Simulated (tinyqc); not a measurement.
Implant damage, amorphisation by cascade overlap, and solid-phase epitaxial regrowth: one step, computed by the program tinyqc.

Range and width of the damage are inputs. Dynamic annealing enters only through the surviving share f.

Question. The amorphous layer. Displaced share x(z) = f nu Q exp(-(z - R_d)^2/(2 s_d^2))/(sqrt(2 pi) s_d N); the layer is amorphous where x > x_c, between R_d -/+ s_d sqrt(2 ln(x_max/x_c)), the upper edge being cut at the surface. Threshold dose Q_c = Q x_c/x_max.

Inputs (values chosen for the exercise, modelled on fluorine ions in silicon): atomic density N = 49.9 1/nm^3; depth of the damage peak R_d = 18 nm; width of the damage profile s_d = 13 nm; share of defects that survive f = 0.65; critical displaced share x_c = 0.083; dose Q = 4e+14 1/cm^2.

displacements per ion nu = 231.7183

Give: peak displaced share x_max; threshold dose Q_c; upper edge; lower edge.

Answer.

peak displaced share x_max = 0.37051

threshold dose Q_c = 8.9606e+13 1/cm^2

upper edge = 0 nm

lower edge = 40.487 nm

The layer reaches the surface.
